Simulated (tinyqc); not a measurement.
Mass anisotropy: shallow donor in an anisotropic valley (effective-mass theory).

One valley: H = -c [(d2/dx2 + d2/dy2)/mt + (d2/dz2)/ml] - q/(eps r), c = hbar^2/2m0, q = e^2/(4 pi eps0). Trial function exp(-sqrt((x^2 + y^2)/a^2 + z^2/b^2)) with a > b: T = (c/3)(2/(mt a^2) + 1/(ml b^2)), V = -(q/eps) atan(u/b)/u, u = sqrt(a^2 - b^2). The central cell of the impurity is left out.

Constants: hbar^2/2m0 = 3.80998211 eV angstrom^2; e^2/(4 pi eps0) = 14.39964547 eV angstrom; Ry = 13.60569312 eV; a0 (Bohr radius) = 0.5291772105 angstrom.

Parameters, chosen for this exercise (out of a larger set: near those of GaP; not measured data):
```
symbol  value                                 unit  meaning
mt      0.26                                  m0    transverse mass
eps     11.1                                        dielectric constant
xs      (1.6, 1.9, 2.9, 5.7, 8, 22, 58, 100)        ratios ml/mt
```

mt and eps fixed, ml varied. Energies in units of Ry*(mt) = Ry mt/eps^2 and lengths in a*(mt) = a0 eps/mt; the last two columns use one mass, 3/(1/ml + 2/mt) or (ml mt^2)^(1/3).

Results:
```
ml/mt   a/a*    b/a  binding  conductivity mass  density-of-states mass
1.60   0.908  0.846    1.162              1.143                   1.170
1.90   0.878  0.796    1.223              1.188                   1.239
2.90   0.813  0.686    1.377              1.279                   1.426
5.70   0.729  0.542    1.629              1.379                   1.786
8.00   0.694  0.481    1.756              1.412                   2.000
22.0   0.613  0.340    2.123              1.467                   2.802
58.0   0.559  0.244    2.443              1.487                   3.871
100    0.536  0.203    2.605              1.493                   4.642
```

The binding grows from 1.16 to 2.60 Ry*(mt); for ml going to infinity the exact problem becomes two-dimensional, with 4 Ry*. The conductivity mass saturates at 1.5 and underbinds, by 15 % at ml/mt = 5.7; the density-of-states mass errs by +10 % there and by +78 % in the last row. With these mt and eps one unit is 28.71 meV.

(tinyqc, `OMP_NUM_THREADS=1 python tinyqc.py 1280720 1280721 out.jsonl`, Intel(R) Xeon(R) Processor @ 2.30GHz, 1 thread, shared host, about 0.01 s.)
